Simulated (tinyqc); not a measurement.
Effective-mass impurity with a central-cell term, in a basis of Slater functions: one step, computed by the program tinyqc.

The envelope obeys H = -nabla^2 - (2/r) [Z + A exp(-kappa r)] in effective units, with kappa = a*/lambda; positive A deepens the well near the core.

Question. Matrices over the s basis. zeta_i = zeta_1 beta^(i-1), i = 1..n. For s functions exp(-zeta r), with s = zeta_i + zeta_j: S = 2/s^3, T = zeta_i zeta_j S, V = -2 Z/s^2, W = -2 A/(s + kappa)^2; each function is normalised by dividing by sqrt(S_ii S_jj).

Inputs (values chosen for the exercise, with screening close to that of ZnO):

| quantity | value | unit |
|---|---|---|
| charge Z of the core | 1 | - |
| central-cell strength A | 1.5 | - |
| basis size n | 4 | - |
| smallest exponent zeta_1 | 0.4 | 1/a* |
| ratio beta of exponents | 2.3 | - |

Impurity: acceptor, one isotropic band.

kappa = 5.948948 1/a*

Give: exponents; overlap S; kinetic T; Coulomb V; central cell W.

Answer.

exponents (1/a*): 0.4  0.92  2.116  4.8668

overlap S, lower triangle (symmetric):
```
       1      2      3      4
1  1.000
2  0.776  1.000
3  0.391  0.776  1.000
4  0.149  0.391  0.776  1.000
```

kinetic T (Ry*), lower triangle (symmetric):
```
        1       2         3      4
1    0.16
2  0.2858  0.8464
3  0.3311   1.512  4.477456
4  0.2895   1.751     7.996  23.69
```

Coulomb V (Ry*), lower triangle (symmetric):
```
         1       2       3        4
1     -0.8
2   -1.025   -1.84
3  -0.9841  -2.357  -4.232
4  -0.7833  -2.263  -5.422  -9.7336
```

central cell W (Ry*), lower triangle (symmetric):
```
          1        2       3       4
1  -0.01686
2  -0.05070  -0.1540
3   -0.1304  -0.4037  -1.097
4   -0.2591  -0.8255  -2.371  -5.624
```
